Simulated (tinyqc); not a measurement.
Worked calculation: plane-wave Kohn-Sham cycle with exchange-only LDA in a layered model solid. One step of it, computed by the program tinyqc.

Task: Iteration 2: potential. V_H(G) = 4 pi rho(G)/G^2 for G != 0 (uniform background); v_x = -(3 rho/pi)^(1/3); V = V_ext + V_H + v_x; Fourier components f(G_m) = (1/N) sum_j f(x_j) exp(-i G_m x_j).

A solid whose potential varies along x alone (atomic units):
```
parameter                      value
period a                   11.300000
cross-section of the cell  38.000000
electrons per cell                 4
grid points                       16
plane waves -n..n, n               2
k points                           4
V1 in V1 cos(2 pi x/a)     -0.260000
```

density after iteration 1 (e/bohr^3): 0.01455576  0.01530229  0.01607080  0.01449577  0.01044816  0.00599299  0.00292196  0.00147024  0.00108500  0.00147024  0.00292196  0.00599299  0.01044816  0.01449577  0.01607080  0.01530229

Give: Potentials on the grid; V(G_m), m = 0, 1, 2, ....

Result:

Potentials on the grid (hartree):
```
x          V_ext      V_H      v_x        V
0.0000   -0.2600   0.3062  -0.2404  -0.1942
0.7063   -0.2402   0.2894  -0.2445  -0.1953
1.4125   -0.1838   0.2349  -0.2485  -0.1974
2.1187   -0.0995   0.1395  -0.2401  -0.2001
2.8250         0   0.0129  -0.2153  -0.2024
3.5312    0.0995  -0.1206  -0.1789  -0.2000
4.2375    0.1838  -0.2340  -0.1408  -0.1910
4.9437    0.2402  -0.3083  -0.1120  -0.1800
5.6500    0.2600  -0.3339  -0.1012  -0.1750
6.3563    0.2402  -0.3083  -0.1120  -0.1800
7.0625    0.1838  -0.2340  -0.1408  -0.1910
7.7687    0.0995  -0.1206  -0.1789  -0.2000
8.4750         0   0.0129  -0.2153  -0.2024
9.1813   -0.0995   0.1395  -0.2401  -0.2001
9.8875   -0.1838   0.2349  -0.2485  -0.1974
10.5938  -0.2402   0.2894  -0.2445  -0.1953
```

V(G_m), m = 0, 1, 2, ... (hartree): -0.1939  -0.0035  0.0044  -0.0013  0.0002
